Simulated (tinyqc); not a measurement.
Coupled-perturbed Hartree-Fock on RHF in the sto-6g basis, for H6, spin multiplicity 1, step by step. One step of it, computed by the program tinyqc.

Task: Response to a field: uncoupled start. Field along z; U_ai = -mu_ai / (e_a - e_i), alpha = -4 sum U_ai mu_ai.

orbital energies (hartree): [-0.682009, -0.554415, -0.360514, 0.270569, 0.650244, 1.089222]

dipole integrals <a|z|i> (bohr), order a4, a5, a6:
```
[[-0.095814, -0.001279, -2.186270],
 [-0.000522, -0.510383, -0.000765],
 [-0.155988, -0.000453, -0.111764]]
```

Give: uncoupled U; uncoupled polarisability.

Result:

uncoupled U, order a4, a5, a6:
```
[[0.1006, 0.0016, 3.4643],
 [0.0004, 0.4237, 0.0008],
 [0.0881, 0.0003, 0.0771]]
```

uncoupled polarisability = 31.2886 bohr^3
